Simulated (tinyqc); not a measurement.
Worked calculation: LCCD on RHF in the 6-31g basis, for H2, spin multiplicity 1. One step of it, computed by the program tinyqc.

Task: Orthogonalisation. S = U s U^T; symmetric (Loewdin) form X = U s^(-1/2) U^T, so that X^T S X = 1.

overlap S, lower triangle:
```
,1H 1s,1H 2s,2H 1s,2H 2s
1H 1s,1.000000
1H 2s,0.658292,1.000000
2H 1s,0.223694,0.393172,1.000000
2H 2s,0.393172,0.728859,0.658292,1.000000
```

Give: eigenvalues of S; X.

Result:

eigenvalues of S: 0.158  0.395  0.890  2.558

X, lower triangle:
```
,1H 1s,1H 2s,2H 1s,2H 2s
1H 1s,1.254
1H 2s,-0.499,1.644
2H 1s,-0.033,0.029,1.254
2H 2s,0.029,-0.649,-0.499,1.644
```
